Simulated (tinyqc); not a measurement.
# Floating body of a partially depleted SOI transistor: body voltage and kink: effects of single changes

Source at 0 V. Channel current Ic = 2 nf K Vt^2 [F(0) - F(Vd)](1 + la Vd), F(V) = ln^2(1 + exp((Vg - VT - nf V)/(2 nf Vt))), VT = VT0 - gb Vb. Saturation voltage Vs = 2 Vt sqrt(F(0)) + 3 Vt, excess Ve = (Vd - Vs + sqrt((Vd - Vs)^2 + 0.0004 V^2))/2, multiplication M1 = Ai Ve exp(-Bl/Ve). Each junction passes D(v) = J1 (exp(v/Vt) - 1) + J2 (exp(v/(2 Vt)) - 1). Bipolar current Ib = bb J1 (exp(Vb/Vt) - 1). The body settles where M1 (Ic + Ib) = D(Vb) + D(Vb - Vd) + Vb/Rb; drain current Id = (1 + M1)(Ic + Ib) - D(Vb - Vd).

Inputs (values chosen for the exercise); values of the order met in partially depleted silicon-on-insulator transistors:
- T = 300 K (temperature)
- VT0 = 0.5 V (threshold at zero body voltage)
- gb = 0.31 (fall of the threshold per volt of body voltage)
- nf = 1.22 (slope factor)
- K = 220 uA/(V^2 um) (gain factor per width)
- la = 0.02 1/V (channel-length modulation factor)
- Ai = 1.85 1/V (impact-ionisation prefactor)
- Bl = 4.1 V (impact-ionisation voltage)
- J1 = 4.1e-13 uA/um (diffusion saturation current of each junction)
- J2 = 2.4e-8 uA/um (recombination saturation current of each junction)
- bb = 3 (gain of the lateral bipolar transistor on the diffusion current)
- Rb = 70000 kohm um (resistance of a weak body tie to the source (1e9 stands for no tie, and the term is then dropped))
- Vg = 0.67 V (gate voltage)
- Vd = 1.5 V (drain voltage)

Constants: q = 1.602176634e-19 C, kB = 1.380649e-23 J/K, Vt = kB T/q. Results are converted to the units shown.

Each table varies one quantity; the others keep the values above.

## Output curve and kink

Rows with more than one solution for Vb (latch) are left out; dId/dVd by a forward difference over 1e-4 V, swing = 1e-4 V over the change of log10 Id; M1 under 1e-12 is printed as 0.

Result of one run:
```
Vd (V)	Vb (V)	M1	Id, floating (uA/um)	Id, grounded (uA/um)	ratio	dId/dVd, floating (uS/um)	dId/dVd, grounded (uS/um)
1.16	0.6705	0.007094	13.50	2.859	4.723	8.629	0.4096
```

What becomes of these results when the drain voltage Vd is changed from 1.16 to 1.64 V, all else the same?

Result of the changed run:
```
Vd (V)	Vb (V)	M1	Id, floating (uA/um)	Id, grounded (uA/um)	ratio	dId/dVd, floating (uS/um)	dId/dVd, grounded (uS/um)
1.64	0.7489	0.08198	21.37	3.236	6.604	33.25	1.194
```

The whole series:
```
Vd (V)	Vb (V)	M1	Id, floating (uA/um)	Id, grounded (uA/um)	ratio	dId/dVd, floating (uS/um)	dId/dVd, grounded (uS/um)
0.68	0.02131	1.024e-4	2.972	2.771	1.073	4.401	0.06152
0.84	0.2624	6.419e-4	5.849	2.784	2.101	41.26	0.1073
1	0.6127	0.001685	11.97	2.809	4.262	12.94	0.2232
1.16	0.6705	0.007094	13.50	2.859	4.723	8.629	0.4096
1.32	0.7035	0.02026	15.05	2.943	5.115	11.42	0.6474
1.48	0.7281	0.04448	17.38	3.068	5.666	18.52	0.9147
1.64	0.7489	0.08198	21.37	3.236	6.604	33.25	1.194
1.8	0.7686	0.1338	29.05	3.450	8.422	68.44	1.472
```

Vb rises from 0.0213 to 0.769 V and the ratio of the currents rises from 1.07 to 8.42. The output conductance with a floating body exceeds the grounded value by the largest factor among the rows, 385, at Vd = 0.84 V, where Vb = 0.262 V and M1 = 6.42e-4.

## Transfer curve and swing

Same model as above.

Results:
```
Vg (V)	Vb (V)	M1	Id, floating (uA/um)	Id, grounded (uA/um)	ratio	swing, floating (mV/decade)	swing, grounded (mV/decade)
0.05	4.103e-6	0.1474	2.935e-7	2.935e-7	1.000	79.11	79.11
0.25	0.001367	0.1470	1.522e-4	1.502e-4	1.013	72.36	73.33
0.45	0.7091	0.09620	4.183	0.05872	71.25	220.0	87.32
0.55	0.7240	0.07204	9.461	0.5648	16.75	358.1	124.3
0.65	0.7302	0.05194	16.25	2.475	6.563	501.7	199.5
0.75	0.7316	0.03588	24.36	6.313	3.858	639.7	302.8
0.85	0.7294	0.02352	33.80	12.04	2.808	767.8	417.9
```

Estimate the missing row, Vg = 0.15 V.

Computed row:
```
Vg (V)	Vb (V)	M1	Id, floating (uA/um)	Id, grounded (uA/um)	ratio	swing, floating (mV/decade)	swing, grounded (mV/decade)
0.15	5.924e-5	0.1473	6.428e-6	6.424e-6	1.001	73.00	73.04
```

With this row back in the table: Vb goes from 4.10e-6 through a maximum of 0.732 (at Vg = 0.75 V among the rows listed) to 0.729 V. The smallest swing among the rows is 72.4 mV a decade with a floating body (at Vg = 0.25 V) and 73.0 with a grounded one; Vt ln 10 = 59.5. In the first row the floating body raises the current by a factor of 1.00.

Range of the model: The multiplication law is an empirical form chosen for the exercise; self-heating and capacitive coupling to the body are left out, and the linear laws are rough once Vb passes about 0.7 V or M1 about 0.1.

Numbers from tinyqc (`OMP_NUM_THREADS=1 python tinyqc.py 2182257 2182258 out.jsonl`; about 0.2 s on one thread of a shared Intel Xeon 2.30GHz).
